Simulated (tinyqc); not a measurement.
Strain, valley repopulation and piezoresistance in a many-valley conduction band: one step, computed by the program tinyqc. Command: `OMP_NUM_THREADS=1 python tinyqc.py 3030769 3030770 out.jsonl valleys walk`. One thread of a shared host (Intel(R) Xeon(R) Processor @ 2.30GHz), about 0.04 s of CPU time with the checks.

Valleys are ellipsoids with mass m_l along the axis a and m_t across it, parabolic, with one constant relaxation time; strain shifts the valleys and leaves the masses alone. Currents are taken along [111], along the load, and along [1-10], across the load.

Problem. Strain. Compliances S11 = (C11 + C12)/((C11 - C12)(C11 + 2 C12)), S12 = -C12/((C11 - C12)(C11 + 2 C12)), S44 = 1/C44; stress sigma_ij = X n_i n_j for the unit vector n of the load; e_xx = S11 sigma_xx + S12 (sigma_yy + sigma_zz), e_xy = S44 sigma_xy/2 (tensor strain).

Inputs (values chosen for the exercise, modelled on germanium):
```
quantity,value,unit
C11,128,GPa
C12,48,GPa
C44,67.6,GPa
stress X (tension positive),-640,MPa
```

Valley axes: <111> (4 valleys). Load: uniaxial [111].

Give: strain tensor.

Solution.

strain tensor (%):
```
,x,y,z
x,-0.0952,-0.1578,-0.1578
y,-0.1578,-0.0952,-0.1578
z,-0.1578,-0.1578,-0.0952
```
